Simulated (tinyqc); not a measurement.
Trap in a gate oxide as a short-range spherical well: one step. The bound level. Five cases, with inputs chosen for the exercise.

Problem. Solve for Et; the share outside is [sin^2(kR)/(2 kappa)]/[sin^2(kR)/(2 kappa) + R/2 - sin(2kR)/(4k)].

A spherical well of radius R and depth V0 below the conduction edge, one mass m, c = hbar^2/2m0. The s level at binding Et solves k cot(k R) = -kappa with k = sqrt(m (V0 - Et)/c), kappa = sqrt(m Et/c); it exists for V0 > Vc = c (pi/2R)^2/m. Outside, psi falls as exp(-kappa r)/r.

Constants: hbar^2/2m0 = 3.80998211 eV angstrom^2.

Case 1.

Values chosen (out of a larger set: near those of SiO2 on 4H SiC; not measured data): R = 3.7 angstrom (radius of the well); V0 = 6.34 eV (depth of the well); m = 0.449 m0 (mass).

Case 2.

Values chosen (out of a larger set: near those of Al2O3 on GaAs; not measured data): R = 3.8 angstrom (radius of the well); V0 = 5.12 eV (depth of the well); m = 0.297 m0 (mass).

Case 3.

Values chosen (out of a larger set: near those of SiO2 on 4H SiC; not measured data): R = 2.2 angstrom (radius of the well); V0 = 9.26 eV (depth of the well); m = 0.465 m0 (mass).

Case 4.

Values chosen (out of a larger set: near those of HfO2 on Si; not measured data): R = 3.9 angstrom (radius of the well); V0 = 5.83 eV (depth of the well); m = 0.198 m0 (mass).

Case 5.

Values chosen (out of a larger set: near those of Al2O3 on GaAs; not measured data): R = 2.3 angstrom (radius of the well); V0 = 10.56 eV (depth of the well); m = 0.288 m0 (mass).

Give: Et; k; kappa; share outside; Vc.

Solution.

Case 1.

Et = 2.9841 eV
k = 0.6289 1/angstrom
kappa = 0.5930 1/angstrom
share outside = 0.166
Vc = 1.529 eV

The well is 4.15 times the critical depth. Since dEt/dV0 equals the share inside, 0.83, a 1 % change of V0 moves Et by 1.8 %. The decay length is 1.7 angstrom, 0.5 times R.

Case 2.

Et = 1.2491 eV
k = 0.5493 1/angstrom
kappa = 0.3120 1/angstrom
share outside = 0.346
Vc = 2.192 eV

The well is 2.34 times the critical depth. Since dEt/dV0 equals the share inside, 0.65, a 1 % change of V0 moves Et by 2.7 %. The decay length is 3.2 angstrom, 0.8 times R.

Case 3.

Et = 2.0613 eV
k = 0.9373 1/angstrom
kappa = 0.5016 1/angstrom
share outside = 0.370
Vc = 4.177 eV

The well is 2.22 times the critical depth. Since dEt/dV0 equals the share inside, 0.63, a 1 % change of V0 moves Et by 2.8 %. The decay length is 2.0 angstrom, 0.9 times R.

Case 4.

Et = 0.8988 eV
k = 0.5062 1/angstrom
kappa = 0.2161 1/angstrom
share outside = 0.459
Vc = 3.122 eV

The well is 1.87 times the critical depth. Since dEt/dV0 equals the share inside, 0.54, a 1 % change of V0 moves Et by 3.5 %. The decay length is 4.6 angstrom, 1.2 times R.

Case 5.

Et = 1.2798 eV
k = 0.8376 1/angstrom
kappa = 0.3110 1/angstrom
share outside = 0.512
Vc = 6.170 eV

The well is 1.71 times the critical depth. Since dEt/dV0 equals the share inside, 0.49, a 1 % change of V0 moves Et by 4.0 %. The decay length is 3.2 angstrom, 1.4 times R.

Computed by tinyqc, one run a case: `OMP_NUM_THREADS=1 python tinyqc.py N N+1 out.jsonl` with N = 1252336, 1252493, 1252590, 1252706, 1280072; one thread of a shared Intel(R) Xeon(R) Processor @ 2.30GHz, about 0.01 s a run at most.
